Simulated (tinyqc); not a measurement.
Schottky emission and Poole-Frenkel conduction in an insulator, and how to tell them apart: effect of temperature.

Schottky emission (electrode-limited): J = As T^2 exp[-(pb - b sqrt(F))/Vt], b = sqrt(q/(4 pi eps0 ei)). Poole-Frenkel emission (bulk-limited): J = s0 F exp[-(pt - 2 b sqrt(F))/Vt]. F in V/cm.

Both formulas at the same field.

Parameters, values chosen for the exercise; dielectric values close to those of silicon nitride: high-frequency relative permittivity ei = 3.82; trap depth pt = 0.73 eV; Poole-Frenkel prefactor s0 = 0.026 S/cm; electrode barrier pb = 1.15 eV; Richardson constant As = 64 A/(cm^2 K^2); field F = 2.1 MV/cm.

Constants: q = 1.602176634e-19 C, kB = 1.380649e-23 J/K, Vt = kB T/q, eps0 = 8.8541878128e-14 F/cm where lengths are in cm. Results are converted to the units shown.

Effect of temperature:

| T (K) | J, Schottky (A/cm^2) | J, Poole-Frenkel (A/cm^2) | ratio |
|---|---|---|---|
| 225 | 1.132e-13 | 9.773 | 1.158e-14 |
| 260 | 6.288e-11 | 31.22 | 2.014e-12 |
| 300 | 1.472e-8 | 84.49 | 1.742e-10 |
| 340 | 9.847e-7 | 180.9 | 5.443e-9 |
| 380 | 2.788e-5 | 330.0 | 8.449e-8 |
| 420 | 4.260e-4 | 536.8 | 7.936e-7 |
| 475 | 0.008774 | 916.7 | 9.571e-6 |

The Schottky current grows by 10.9 decades and the Poole-Frenkel current by 1.97, as their lowered barriers are 0.869 and 0.167 eV. A tunnelling current would hardly change over this range. For T = 225, 260, 300, 340, 380 a Fowler-Nordheim estimate for tunnelling through pb with a mass of 0.4 m0 exceeds the Schottky current, so tunnelling, left out here, would compete.

Computed by the program tinyqc: `OMP_NUM_THREADS=1 python tinyqc.py 2370139 2370140 out.jsonl`, one thread of a shared Intel Xeon 2.30GHz, about 0.01 s for the whole run.
